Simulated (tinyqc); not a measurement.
Inputs raised by 2 %, one at a time: deep-level transient spectroscopy (DLTS) of one majority-carrier trap. Computed by tinyqc, a small Python program. Command: `OMP_NUM_THREADS=1 python tinyqc.py 3013891 3013892 out.jsonl dlts sens`. One thread of a shared host (Intel(R) Xeon(R) Processor @ 2.30GHz), about 0.09 s of CPU time with the checks.

A filling pulse loads the traps in a one-sided junction; under reverse bias they empty at the rate e, and the capacitance relaxes as C(t) = C_0 - dC exp(-e t). The signal is S = [C(t_2) - C(t_1)]/dC.

Inputs (values chosen for the exercise, for a model semiconductor):

| quantity | value | unit |
|---|---|---|
| density-of-states mass m | 0.152 | m_0 |
| valleys M | 1 | - |
| trap depth E_t | 0.426 | eV |
| cross-section sigma_0 | 6.5e-16 | cm^2 |
| degeneracy ratio g | 2 | - |
| gate time t_1 | 0.005 | s |
| ratio t_2/t_1 | 4 | - |
| temperature T | 221 | K |
| doping N | 4.1e+16 | cm^-3 |
| trap density N_t | 8.7e+13 | cm^-3 |
| dielectric constant eps | 9.24 | - |
| built-in voltage V_b | 0.66 | V |
| reverse bias V_r | 9.6 | V |
| diode area | 0.0019 | cm^2 |
| mean field F | 200000 | V/cm |

Carriers: electrons. Extra term: Poole-Frenkel lowering.

Constants: k_B = 8.617333262e-05 eV/K; k_B = 1.380649e-23 J/K; m_0 = 9.1093837015e-31 kg; h = 6.62607015e-34 J s; e = 1.602176634e-19 C; eps_0 = 8.8541878128e-12 F/m.

Method:
- e = g sigma v N_b exp(-E/k_B T), v = sqrt(3 k_B T/m), N_b = 2 M (2 pi m k_B T/h^2)^(3/2), sigma = sigma_0, E = E_t - dE with the one-dimensional Poole-Frenkel lowering dE = sqrt(e^3 F/(pi eps eps_0)), F being held as an input apart from the bias (the centre is charged when empty).
- S(e) = exp(-e t_1) - exp(-e t_2) peaks at the rate window e_0 = ln(t_2/t_1)/(t_2 - t_1).
- T_p solves e(T) = e_0 (bisection between 15 and 1500 K); the half-height points solve S = S_max/2 on either side.
- W = sqrt(2 eps eps_0 (V_b + V_r)/(e N)), C_0 = eps eps_0 area/W. The pulse goes to zero bias, W_0 = W(V_r = 0). Traps within lambda = sqrt(2 eps eps_0 (E_t - E_F)/(e^2 N)) of the depletion edge stay filled, with E_F = k_B T_p ln(N_b/N) from the band, N_b = 2 M (2 pi m k_B T_p/h^2)^(3/2) (dopants taken as fully ionised). dC = C_0 (N_t/2N) f, f = [(W - lambda)^2 - max(W_0 - lambda, 0)^2]/W^2. The simple estimate is 2 N dC/C_0.

Runs:

| input moved | from | to | peak temperature T_p (K) | full width (K) | transient amplitude dC (fF) | emission rate e (1/s) |
|---|---|---|---|---|---|---|
| base run | - | - | 188.7 | 23.12 | 21.17 | 2133 |
| trap depth E_t (eV) | 0.426 | 0.43452 | 193.4 | 23.63 | 21.08 | 1363 |
| cross-section sigma_0 (cm^2) | 6.5e-16 | 6.63e-16 | 188.5 | 23.08 | 21.17 | 2175 |
| gate time t_1 (s) | 0.005 | 0.0051 | 188.5 | 23.08 | 21.17 | 2133 |
| ratio t_2/t_1 | 4 | 4.08 | 188.6 | 23.15 | 21.17 | 2133 |
| density-of-states mass m (m_0) | 0.152 | 0.15504 | 188.5 | 23.08 | 21.17 | 2175 |
| mean field F (V/cm) | 200000 | 204000 | 188.1 | 23.05 | 21.16 | 2261 |
| trap density N_t (cm^-3) | 8.7e+13 | 8.874e+13 | 188.7 | 23.12 | 21.59 | 2133 |

Exponents ln(y'/y) / ln(x'/x):

| input | peak temperature T_p | full width | transient amplitude dC | emission rate e |
|---|---|---|---|---|
| trap depth E_t | 1.224 | 1.111 | -0.199 | -22.592 |
| cross-section sigma_0 | -0.047 | -0.089 | -0.002 | 1.000 |
| gate time t_1 | -0.047 | -0.089 | -0.002 | 0.000 |
| ratio t_2/t_1 | -0.029 | 0.068 | -0.001 | 0.000 |
| density-of-states mass m | -0.047 | -0.089 | 0.012 | 1.000 |
| mean field F | -0.162 | -0.147 | -0.007 | 2.946 |
| trap density N_t | 0.000 | 0.000 | 1.000 | 0.000 |

Among the inputs moved here: peak temperature T_p answers most in size to trap depth E_t (exponent +1.224), next to mean field F (-0.162); its exponent is below 0.0005 for trap density N_t. Full width answers most in size to trap depth E_t (exponent +1.111), next to mean field F (-0.147); its exponent is below 0.0005 for trap density N_t. Transient amplitude dC answers most in size to trap density N_t (exponent +1.000), next to trap depth E_t (-0.199). Its exponent +1.000 in trap density N_t: dC is linear in N_t. Emission rate e answers most in size to trap depth E_t (exponent -22.592), next to mean field F (+2.946); its exponent is below 0.0005 for gate time t_1, ratio t_2/t_1, trap density N_t. Its exponent +1.000 in cross-section sigma_0: e is linear in sigma. Its exponent +1.000 in density-of-states mass m: v N_b goes as m^(-1/2) m^(3/2).

Extremes, crossings and ranges named in words are read from the listed rows.
